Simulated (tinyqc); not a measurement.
Inside a calculation. Model: oxide trap near a transistor channel: two-state multiphonon kinetics, telegraph noise and bias instability. Computed by tinyqc, a small Python program that keeps every step. Command: `OMP_NUM_THREADS=1 python tinyqc.py 3031936 3031937 out.jsonl oxidetrap walk`. One thread of a shared host (Intel(R) Xeon(R) Processor @ 2.30GHz), about 0.01 s of CPU time with the checks. Intermediate numbers are printed to about 6 digits and carried at full precision; extremes and crossings named in words are read from the listed rows.

An n-channel device under positive gate bias. The trap is empty (state 1) or holds an electron (state 2); both states are parabolas of equal curvature, and the electron reservoir is taken at the Fermi level of the channel.

Inputs (values chosen for the exercise, with an insulator like SiO2 on silicon):
```
quantity                                value   unit
insulator constant eps_ox                3.84      -
insulator thickness t_ox                  1.6     nm
trap depth x from the interface          0.66     nm
tunnel barrier phi_b                     2.95     eV
tunnelling mass m_ox                     0.44    m_0
trap level above E_F at zero field E_t   0.44     eV
relaxation energy E_R                     2.3     eV
oxide field F                             6.8  MV/cm
attempt rate k_0 at the interface       3e+12    1/s
temperature T                             350      K
channel width W                            31     nm
channel length L                          170     nm
frequency f                                30     Hz
stress time t_s                             1      s
```

Parts treated: one trap.

Constants: hbar^2/(2 m_0) = 3.80998212 eV angstrom^2; k_B = 8.617333262e-05 eV/K; e = 1.602176634e-19 C; eps_0 = 8.8541878128e-12 F/m.

## Tunnelling factor

kappa = sqrt(2 m_ox phi_b)/hbar = sqrt(m_ox phi_b/(hbar^2/2m_0)); attenuation length lambda = 1/(2 kappa); factor exp(-x/lambda) for a rectangular barrier.

kappa = 5.83681 1/nm

attenuation length lambda = 0.0856632 nm

tunnelling factor = 4.50751e-04

Caution: a field 1.5 times as high comes near the usual breakdown field of such an insulator.

## Barriers and time constants

E_21 = E_t - e F x is the energy of state 2 over state 1; barriers E_c = (E_R + E_21)^2/(4 E_R), E_e = E_c - E_21; tau_c = exp(E_c/k_B T)/(k_0 P), tau_e = exp(E_e/k_B T)/(k_0 P), P the tunnelling factor; occupation f_2 = tau_e/(tau_c + tau_e); 1/tau_0 = 1/tau_c + 1/tau_e.

E_21 = -0.0088 eV

capture barrier E_c = 0.570608 eV

emission barrier E_e = 0.579408 eV

capture time tau_c = 0.121714 s

emission time tau_e = 0.162951 s

occupation f_2 = 0.572430

tau_0 = 0.0696728 s

The two times are within a factor 30 of each other, so the trap switches between both states and shows as telegraph noise.

## Step height and noise

Charge-sheet step dV = e (t_ox - x)/(eps_ox eps_0 W L); Lorentzian spectrum S(f) = 4 dV^2 tau_0^2/((tau_c + tau_e)(1 + (2 pi f tau_0)^2)); corner 1/(2 pi tau_0); variance dV^2 f_2 (1 - f_2) = dV^2 tau_0/(tau_c + tau_e).

threshold step dV = 0.840519 mV

corner frequency = 2.28432 Hz

S(f) = 2.77785e-10 V^2/Hz

root-mean-square noise = 0.415827 mV

f lies above the corner, on the 1/f^2 tail. Random dopants and current percolation, left out here, spread real steps around this value.

## Stress and recovery of one trap

From the zero-field occupation f(0), f(t) = f_2 + (f(0) - f_2) exp(-t/tau_0) under the field; after t_s the field is removed and f relaxes with the zero-field constants.

occupation at zero field = 4.61614e-07

tau_0 at zero field = 1.92189e-04 s

occupation after stress = 0.572429

half-time of recovery = 1.33216e-04 s

## Bias dependence of the times

The formulas are those given above.

Against field:
```
F (MV/cm)  E_21 (eV)    tau_c (s)    tau_e (s)          f_2
0.00         0.44000  4.16342e+02  1.92189e-04  4.61614e-07
2.04         0.30536  3.11182e+01  1.24745e-03  4.00859e-05
4.08         0.17072  2.65048e+00  9.22708e-03  3.46921e-03
5.44         0.08096  5.51725e-01  3.76660e-02  6.39067e-02
6.80        -0.00880  1.21714e-01  1.62951e-01  5.72430e-01
8.16        -0.09856  2.84564e-02  7.47106e-01  9.63309e-01
10.20       -0.23320  3.58697e-03  8.17824e+00  9.99562e-01
```

ln(tau_c/tau_e) falls by e x/k_B T = 2.188 per MV/cm, which measures the depth x if the change of surface potential with bias is left aside. Over these rows tau_c shortens by 5.06 decades and tau_e lengthens by 4.63; the two share the shift almost equally, as the first and last E_21 average to little against E_R. The times cross at F = E_t/(e x) = 6.67 MV/cm.

Checks made by the program: detailed balance tau_c/tau_e = exp(E_21/k_B T) (relative difference below 1e-10); the integral of S(f) against the variance (relative difference below 1e-10).
